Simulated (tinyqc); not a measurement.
Energy and delay of logic against supply voltage: energy and delay against supply voltage.

One expression serves below and above threshold: I(Vg) = Ik [ln(1 + exp((Vg - VT + dd V)/(al nf Vt)))]^al, with I_on = I(V) and I_off = I(0). Gate delay td = kd C V/I_on, clock period LD td. Per gate and cycle the switching energy is act C V^2 and the leakage energy I_off V LD td. No short-circuit current, no variation. Minima are sought above 0.09 V; below a few Vt gates no longer switch and the model has no meaning.

EDP = energy times td.

Parameters, values chosen for the exercise; values of the order met in logic technologies:
- T = 358 K (temperature)
- VT = 0.24 V (threshold voltage at zero drain bias)
- nf = 1.11 (slope factor)
- dd = 0.04 (barrier lowering per volt of supply)
- Ik = 1.6 uA (specific current of a gate)
- al = 1.43 (exponent of the current law)
- C = 3.4 fF (load capacitance of a gate)
- kd = 0.7 (delay factor)
- LD = 16 (logic depth)
- act = 0.02 (activity factor)

Constants: q = 1.602176634e-19 C, kB = 1.380649e-23 J/K, Vt = kB T/q. Results are converted to the units shown.

Results:
```
V (V)  I_on (uA)  I_off (nA)  td (ps)  switching (aJ)  leakage (aJ)  energy (aJ)  EDP (fJ ps)
0.15      0.1221       1.713     2924           1.530         12.02        13.55        39.62
0.38       8.483       2.238    106.6           9.819         1.451        11.27        1.202
0.5        19.38       2.573    61.41           17.00         1.264        18.26        1.122
0.62       32.80       2.958    44.98           26.14         1.320        27.46        1.235
0.73       46.82       3.361    37.10           36.24         1.457        37.69        1.399
0.85       63.72       3.863    31.75           49.13         1.668        50.80        1.613
0.97       82.08       4.439    28.13           63.98         1.938        65.92        1.854
1.08       100.1       5.043    25.68           79.32         2.238        81.55        2.094
1.2        120.9       5.794    23.62           97.92         2.627        100.5        2.375
```

Estimate the missing row, V = 0.27 V.

Computed row:
```
V (V)  I_on (uA)  I_off (nA)  td (ps)  switching (aJ)  leakage (aJ)  energy (aJ)  EDP (fJ ps)
0.27       2.062       1.970    311.6           4.957         2.652        7.609        2.371
```

With this row back in the table: td falls from 2920 to 23.6 ps; the energy goes from 13.6 through a minimum of 7.61 (at V = 0.27 V among the rows listed) to 101 aJ and the EDP goes from 39.6 through a minimum of 1.12 (at V = 0.5 V among the rows listed) to 2.37 fJ ps. The exact minima lie at V = 0.251 V for the energy and 0.465 V for the EDP. Going from 1.2 V to the energy minimum saves a factor of 13.4 in energy and costs a factor of 17.6 in delay. Below the minimum the leakage energy rises faster than the switching energy falls, because the clock period grows so steeply.

Numbers from tinyqc (`OMP_NUM_THREADS=1 python tinyqc.py 2082019 2082020 out.jsonl`; about 0.01 s on one thread of a shared Intel Xeon 2.30GHz).
